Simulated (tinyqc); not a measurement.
Length of a molecular wire: coherent transport through a tight-binding bridge. Computed by the program tinyqc. T = Gamma_L Gamma_R |G_1n|^2 with the self-energies of semi-infinite chains.

A uniform bridge between two chains:
```
parameter                       value
site energy (eV)             2.920000
hopping in the bridge (eV)   0.980000
lead hopping (eV)            2.980000
couplings (eV)              1.1, 0.35
E (eV)                      -0.410000
```

Transmission against length:
```
sites           T      ln T
2      6.2328e-04   -7.3805
3      6.5892e-05   -9.6275
4      6.9785e-06  -11.8727
5      7.3922e-07  -14.1177
6      7.8305e-08  -16.3627
7      8.2948e-09  -18.6076
8      8.7867e-10  -20.8526
9      9.3078e-11  -23.0976
10     9.8597e-12  -25.3426
```

What does the comparison show, and why?

E lies outside the band of the bridge (|E - e|/2h = 1.699 > 1), so T decays as exp(-beta n) with beta = 2 arccosh(1.699) = 2.2450 a site; the last two rows give 2.2450.
